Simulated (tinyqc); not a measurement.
Surface photovoltage measurement of the minority-carrier diffusion length in a wafer. From one set of inputs to another, one input at a time. Computed by tinyqc, a small Python program. Command: `OMP_NUM_THREADS=1 python tinyqc.py 3130230 3130231 out.jsonl spv ladder`. One thread of a shared host (Intel(R) Xeon(R) Processor @ 2.30GHz), about 0.03 s of CPU time with the checks.

Low injection, steady light, a depletion layer much thinner than 1/alpha and L. The excess density dn is taken at the front edge of the neutral region; light that reaches the back is lost.

The inputs printed are set A. Inputs not listed in the table keep their values of set A, so the rows need not describe a real material.

Inputs (values chosen for the exercise, modelled on p-type silicon at room temperature):

| quantity | value | unit |
|---|---|---|
| diffusion length L | 110 | micrometre |
| wafer thickness W | 775 | micrometre |
| diffusivity D | 30.1 | cm^2/s |
| front recombination velocity S_f | 10000 | cm/s |
| back recombination velocity S_b | 350 | cm/s |
| photon flux entering | 7e+11 | 1/(cm^2 s) |
| minority density at the surface barrier scale n_0 | 1.2e+09 | 1/cm^3 |
| temperature T | 298 | K |
| wavelength | 922 | nm |
| relative noise of each reading | 1 | % |
| diffusion length after pair splitting over L | 0.6 | - |
| iron factor C | 1.09e+16 | micrometre^2/cm^3 |

normal deviates g for the noise: -0.32  -0.85  -0.04  1.57  1.53  0.19  -0.62

Constants: k_B = 8.617333262e-05 eV/K.

Method:
- alpha = (84.732/lambda - 76.417)^2 per cm with lambda in micrometre (an empirical fit for silicon between 0.7 and 1.05 micrometre).
- Thick wafer: dn = Phi L/((S_f + D/L)(L + 1/alpha)). Finite wafer, with s = S_b L/D, w = W/L, a = alpha L: dn = [Phi a/(a^2 - 1)] [a - B - exp(-alpha W)(a - s)/(cosh w + s sinh w)]/(S_f + B D/L), B = (sinh w + s cosh w)/(cosh w + s sinh w).
- Photovoltage V = (k_B T/e) ln(1 + dn/n_0). Lifetime = L^2/D.
- Readings y = (Phi/dn) (1 + noise x g) at 780, 830, 880, 920, 950, 975 and 995 nm; a least-squares line y = c (1/alpha + L_app) gives L_app = intercept/slope.
- Splitting iron-boron pairs in boron-doped silicon shortens L; with nothing else changing, [Fe] = C (1/L_after^2 - 1/L^2). It is evaluated with the true lengths and with the apparent ones (without noise), which differ when the wafer is not thick against L.

Each row keeps all changes above it:

| input moved | from | to | dn, finite wafer (1/cm^3) | apparent length L_app (micrometre) | [Fe] from the apparent lengths (1/cm^3) |
|---|---|---|---|---|---|
| set A | - | - | 3.9849e+07 | 111.07 | 1.6015e+12 |
| diffusivity D (cm^2/s) | 30.1 | 28 | 4.0456e+07 | 111.07 | 1.6015e+12 |
| front recombination velocity S_f (cm/s) | 10000 | 140 | 1.8899e+08 | 111.07 | 1.6015e+12 |
| wavelength (nm) | 922 | 803 | 2.3540e+08 | 111.07 | 1.6015e+12 |
| photon flux entering (1/(cm^2 s)) | 7e+11 | 8e+11 | 2.6902e+08 | 111.07 | 1.6015e+12 |
| back recombination velocity S_b (cm/s) | 350 | 5200 | 2.6902e+08 | 111.06 | 1.6014e+12 |
| diffusion length L (micrometre) | 110 | 19 | 3.3165e+07 | 19.46 | 5.3678e+13 |
| wafer thickness W (micrometre) | 775 | 525 | 3.3165e+07 | 19.46 | 5.3678e+13 |

dn, finite wafer goes from 3.98e7 to 3.32e7, a factor 0.832 in all. The largest single move comes from diffusion length L (a factor 0.123), and front recombination velocity S_f works against it (a factor 4.67). Apparent length L_app goes from 111 to 19.5, a factor 0.175 in all. The largest single move comes from diffusion length L (a factor 0.175). [Fe] from the apparent lengths goes from 1.60e12 to 5.37e13, a factor 33.5 in all. The largest single move comes from diffusion length L (a factor 33.5). The single moves hold for this order of the switches; the total does not depend on the order.

Extremes, crossings and ranges named in words are read from the listed rows.
